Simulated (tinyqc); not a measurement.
Band-to-band tunnelling and avalanche in a reverse-biased abrupt junction: one step, computed by the program tinyqc. Command: `OMP_NUM_THREADS=1 python tinyqc.py 3015516 3015517 out.jsonl zener walk`. One thread of a shared host (Intel(R) Xeon(R) Processor @ 2.30GHz), about 0.01 s of CPU time with the checks.

Direct Kane tunnelling in the local field (for indirect gaps the mass is an effective fit) and one ionisation coefficient for both carriers. N is the doping of the light side, or N_A N_D/(N_A + N_D) for the symmetric junction; the built-in voltage is taken as E_g/e.

Problem. Junction at the given bias. E_g(T) = E_g - (T - 300 K)(-dE_g/dT); b(T) = b [1 + (rise)(T - 300 K)]; w = sqrt(2 eps eps_0 (V_R + E_g/e)/(e N)); F_m = 2 (V_R + E_g/e)/w; the field falls linearly from F_m to 0 on both sides.

Inputs (values chosen for the exercise, modelled on SiGe):

| quantity | value | unit |
|---|---|---|
| band gap at 300 K, E_g | 0.906 | eV |
| gap narrowing with temperature, -dE_g/dT | 0.31 | meV/K |
| permittivity eps | 13.5 | - |
| effective doping N | 4.7e+17 | 1/cm^3 |
| reverse bias V_R | 1.2 | V |
| temperature T | 300 | K |

Junction: symmetric.

Constants: eps_0 = 8.8541878128e-12 F/m; e = 1.602176634e-19 C.

Give: E_g(T); depletion width w; peak field F_m; shortest tunnelling distance E_g/(e F_m).

Solution.

E_g(T) = 0.906 eV

depletion width w = 81.77 nm

peak field F_m = 0.5151 MV/cm

shortest tunnelling distance E_g/(e F_m) = 17.59 nm
